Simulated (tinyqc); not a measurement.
Gated graphene, quantum capacitance: effect of the gate voltage.

phi is the Fermi level above the Dirac point, in volts; Vg is counted from the gate voltage of charge neutrality. Ideal linear bands, no charge puddles.

N0 = (2/pi)(kB T/(hbar vF))^2; n = N0 F1(phi/Vt), p = N0 F1(-phi/Vt), F1(e) = int_0^infinity u du/(1 + exp(u - e)) = -Li2(-exp(e)); Cq = q d(n - p)/dphi = (q N0/Vt) ln[2 (1 + cosh(phi/Vt))]. Cox = eps0 eox/tox; Vg = phi + q (n - p + Dit phi)/Cox. 1/C_G = 1/Cox + 1/(Cq + q Dit); dphi/dVg = Cox/(Cox + Cq + q Dit).

Values chosen for this exercise; values close to those of graphene: temperature T = 77 K; relative permittivity of the gate insulator (close to silicon dioxide) eox = 3.9; insulator thickness tox = 4.4 nm; Fermi velocity vF = 9.55e5 m/s; density of traps Dit = 0 cm^-2 eV^-1.

Constants: q = 1.602176634e-19 C, kB = 1.380649e-23 J/K, hbar = 1.054571817e-34 J s, Vt = kB T/q, eps0 = 8.8541878128e-14 F/cm where lengths are in cm. Results are converted to the units shown.

The same in every row: Cox (uF/cm^2) = 0.7848.

Effect of the gate voltage:
```
Vg (V)	phi (V)	n - p (cm^-2)	Cq (uF/cm^2)	C_G (uF/cm^2)	dphi/dVg	n + p (cm^-2)
-0.3	-0.1075	-9.429e11	2.775	0.6118	0.2204	9.429e11
-0.18	-0.07788	-5.002e11	2.010	0.5644	0.2808	5.002e11
-0.06	-0.03614	-1.169e11	0.9345	0.4266	0.4565	1.169e11
0.07	0.04056	1.442e11	1.048	0.4487	0.4282	1.442e11
0.19	0.08065	5.356e11	2.082	0.5699	0.2738	5.356e11
0.31	0.1097	9.811e11	2.832	0.6145	0.2170	9.811e11
0.43	0.1337	1.451e12	3.451	0.6394	0.1853	1.451e12
0.56	0.1562	1.978e12	4.033	0.6570	0.1629	1.978e12
0.68	0.1748	2.474e12	4.513	0.6686	0.1481	2.474e12
0.8	0.1919	2.979e12	4.954	0.6775	0.1368	2.979e12
```

Read the table: what changes, and by how much?

As Vg goes from -0.3 to 0.8, Cq goes from 2.78 through a minimum of 0.935 (at Vg = -0.06 among the rows listed) to 4.95 uF/cm^2, C_G/Cox goes from 0.780 through a minimum of 0.544 (at Vg = -0.06 among the rows listed) to 0.863 and n - p rises from -9.43e11 to 2.98e12 cm^-2. Cq exceeds Cox in every row, so the insulator is the tighter limit, though Cq still cuts C_G by up to 46 %. At neutrality Cq is (q N0/Vt) ln 4 = 0.237 uF/cm^2, and far from it Cq grows as |phi|.

tinyqc, about 0.01 s, one thread, Intel Xeon 2.30GHz (shared host): `OMP_NUM_THREADS=1 python tinyqc.py 2200014 2200015 out.jsonl`
